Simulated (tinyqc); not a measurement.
Inside a calculation. Model: strain, valley repopulation and piezoresistance in a many-valley conduction band. Computed by tinyqc, a small Python program that keeps every step. Command: `OMP_NUM_THREADS=1 python tinyqc.py 3017663 3017664 out.jsonl valleys walk`. One thread of a shared host (Intel(R) Xeon(R) Processor @ 2.30GHz), about 0.02 s of CPU time with the checks. Intermediate numbers are printed to about 6 digits and carried at full precision; extremes and crossings named in words are read from the listed rows.

Valleys are ellipsoids with mass m_l along the axis a and m_t across it, parabolic, with one constant relaxation time; strain shifts the valleys and leaves the masses alone. Currents are taken along [100], along the load, and along [010], across the load.

Inputs (values chosen for the exercise, modelled on silicon):

| quantity | value | unit |
|---|---|---|
| longitudinal mass m_l | 0.935 | m_0 |
| transverse mass m_t | 0.193 | m_0 |
| shear deformation potential Xi_u | 9.45 | eV |
| dilation deformation potential Xi_d | 1.1 | eV |
| C11 | 165 | GPa |
| C12 | 64.1 | GPa |
| C44 | 79.1 | GPa |
| stress X (tension positive) | -1300 | MPa |
| electron density n | 2e+16 | 1/cm^3 |
| relaxation time tau | 64 | fs |
| temperature T | 100 | K |

Valley axes: <100> (6 valleys in 3 pairs). Load: uniaxial [100].

Constants: k_B = 8.617333262e-05 eV/K; m_0 = 9.1093837015e-31 kg; k_B = 1.380649e-23 J/K; hbar = 1.054571817e-34 J s; e = 1.602176634e-19 C.

## Strain

Compliances S11 = (C11 + C12)/((C11 - C12)(C11 + 2 C12)), S12 = -C12/((C11 - C12)(C11 + 2 C12)), S44 = 1/C44; stress sigma_ij = X n_i n_j for the unit vector n of the load; e_xx = S11 sigma_xx + S12 (sigma_yy + sigma_zz), e_xy = S44 sigma_xy/2 (tensor strain).

strain tensor (%):
```
          x        y        z
x  -1.00673  0.00000  0.00000
y   0.00000  0.28167  0.00000
z   0.00000  0.00000  0.28167
```

Caution: strain near 1 % also warps the bands and changes masses and intervalley scattering, which this model leaves out.

## Valley shifts

Herring-Vogt shift of a valley with unit axis a: dE = Xi_d tr(e) + Xi_u a.e.a.

shifts dE (meV): x -100.013, y 21.741, z 21.741

splitting (highest minus lowest) = 121.754 meV

Lowest: x; the splitting is 14.1 k_B T.

## Populations

Each of the 6 valleys holds n_v = N_v (2/sqrt(pi)) F_1/2((E_F - dE_v)/(k_B T)), N_v = 2 (m_d k_B T/(2 pi hbar^2))^(3/2), m_d = (m_l m_t^2)^(1/3); E_F solves sum n_v = n and is counted from the unstrained edge. F_j(eta) = int_0^infinity x^j/(1 + exp(x - eta)) dx, without a gamma-function factor. It is evaluated after integrating by parts. Integrals over x = E/(k_B T) use 160 Gauss-Legendre points in u = sqrt(x) from 0 to sqrt(max(eta, 0) + 32).

Fermi level E_F = -138.768 meV

share of the electrons (per pair): x 0.999999, y 0.000001, z 0.000001

## Mobility tensor and resistance change

Mobility tensor mu = e tau sum_v (n_v/n) [1/m_t + (1/m_l - 1/m_t) a a^T]; unstrained mu_0 = e tau (1/m_l + 2/m_t)/3; resistivity along d from the inverse tensor, rho_d = d.mu^-1.d/(n e), mobility along d = 1/(d.mu^-1.d); gauge pi_d = (rho_d/rho_0 - 1)/X.

mobility tensor (cm^2/(V s)):
```
         x        y        z
x  120.390    0.000    0.000
y    0.000  583.235    0.000
z    0.000    0.000  583.235
```

unstrained mobility mu_0 = 428.954 cm^2/(V s)

mobility along the first direction = 120.390 cm^2/(V s)

mobility along the second direction = 583.235 cm^2/(V s)

resistance change along the first direction = 256.302 %

resistance change along the second direction = -26.4527 %

The mobility lies between e tau/m_l = 120 and e tau/m_t = 583; the trace stays at 3 mu_0. Along the first direction the filled valleys present more of their heavy mass.

## Linear piezoresistance coefficients

With eta_0 the reduced Fermi level without strain, r = F_-1/2(eta_0)/(2 F_1/2(eta_0)) (1 for a classical gas) and c = r (Xi_u/k_B T) (m_l - m_t)/(2 m_l + m_t): pi11 = -(2/3) c (S11 - S12), pi12 = -pi11/2, pi44 = 0, with S11 - S12 = 1/(C11 - C12).

eta_0 = -5.59852

degeneracy factor r = 0.998694

pi11 = -260.264 1e-11/Pa

pi12 = 130.132 1e-11/Pa

pi44 = 0 1e-11/Pa

The gas is classical, so the coefficients follow 1/T.

## Full result against the linear law

Linear theory: pi_l = pi11, pi_t = pi12.

Resistance changes (%); at 2000 MPa the strain is near or above 1 %, where band warping, left out here, matters:

| X (MPa) | splitting (meV) | largest share | first direction | linear | second direction | linear |
|---|---|---|---|---|---|---|
| -2000 | 187.314 | 1.000000 | 256.304 | 520.528 | -26.4528 | -260.264 |
| -1000 | 93.657 | 0.999962 | 256.252 | 260.264 | -26.4516 | -130.132 |
| -400 | 37.463 | 0.974679 | 224.695 | 104.106 | -25.7063 | -52.053 |
| -150 | 14.049 | 0.718060 | 70.976 | 39.040 | -17.1885 | -19.520 |
| -50 | 4.683 | 0.462450 | 16.187 | 13.013 | -6.5123 | -6.507 |
| 50 | 4.683 | 0.387428 | -10.453 | -13.013 | 6.1986 | 6.507 |
| 150 | 14.049 | 0.455341 | -20.842 | -39.040 | 15.1606 | 19.520 |
| 400 | 37.463 | 0.496779 | -26.075 | -104.106 | 21.4123 | 52.053 |
| 1000 | 93.657 | 0.499995 | -26.452 | -260.264 | 21.9259 | 130.132 |
| 2000 | 187.314 | 0.500000 | -26.453 | -520.528 | 21.9267 | 260.264 |

Along the first direction the linear law holds within 10 % for 1 of the 10 stresses, at -1000 MPa. At the largest compression the full change is +256.3 % against the linear +520.5 %, at the largest tension -26.5 % against -520.5 %: once the splitting is comparable with k_B T (or E_F) the populations no longer follow it linearly, and the change must saturate when the upper valleys are empty.

Checks made by the program: trace of the tensor against 3 mu_0 (relative difference below 1e-10); linear coefficients against the full calculation at 0.01 MPa (relative difference 4e-05).
